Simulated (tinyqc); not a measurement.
Worked calculation: static screening by free carriers. Values are carried at full precision from step to step, so a last printed digit may differ when a step is redone from the rounded ones.

kF = (3 pi^2 n/Mv)^(1/3), EF = c kF^2/m with c = hbar^2/2m0, n in 1/angstrom^3 (1e-24 per 1/cm^3), e2 = e^2/(4 pi eps0). Thomas-Fermi: qTF^2 = 6 pi e2 n/(eps EF). Debye: qD^2 = 4 pi e2 n/(eps kB T).

Constants: hbar^2/2m0 = 3.80998211 eV angstrom^2; e^2/(4 pi eps0) = 14.39964547 eV angstrom; kB = 8.617333262e-05 eV/K; a0 (Bohr radius) = 0.5291772105 angstrom.

Inputs chosen for the exercise (a free-electron density near that of Al; not measured data):
- n = 1.76e+23 1/cm^3 (carrier density)
- m = 1 m0 (mass of one isotropic valley)
- Mv = 1 (valleys)
- eps = 1 (background dielectric constant)
- T = 300 K
- q = 6.06 1/angstrom (wave vector)

## Fermi and screening wave vectors

Also the effective Bohr radius aB = a0 eps/m and rs = (3/(4 pi n))^(1/3)/aB.

kF = 1.7337 1/angstrom
EF at 0 K = 1.145e+04 meV
EF/kT = 443
qTF = 2.0424 1/angstrom
qD = 35.099 1/angstrom
aB = 0.5292 angstrom
rs = 2.09

The gas is degenerate, so the Thomas-Fermi value applies. With rs above 1 exchange and correlation, left out here, are not small.

## Lindhard function at one q

Lindhard at zero temperature: eps(q)/eps = 1 + (qTF/q)^2 L(x), x = q/(2 kF), L(x) = 1/2 + ((1 - x^2)/(4x)) ln|(1 + x)/(1 - x)|.

Compare with Thomas-Fermi, 1 + (qTF/q)^2.

x = 1.7477
L(x) = 0.1175
eps(q)/eps, Lindhard = 1.013
eps(q)/eps, Thomas-Fermi = 1.114

The carriers respond with 12 % of their long-wave strength at this q, beyond 2 kF, where no pair of states on the Fermi surface is joined by q.

## Checks

- L(x) at x = 0.7 against the integral over the Fermi sphere: both 0.81595.

tinyqc: `OMP_NUM_THREADS=1 python tinyqc.py 1651683 1651684 out.jsonl`; about 0.01 s, one thread, shared Intel(R) Xeon(R) Processor @ 2.30GHz.
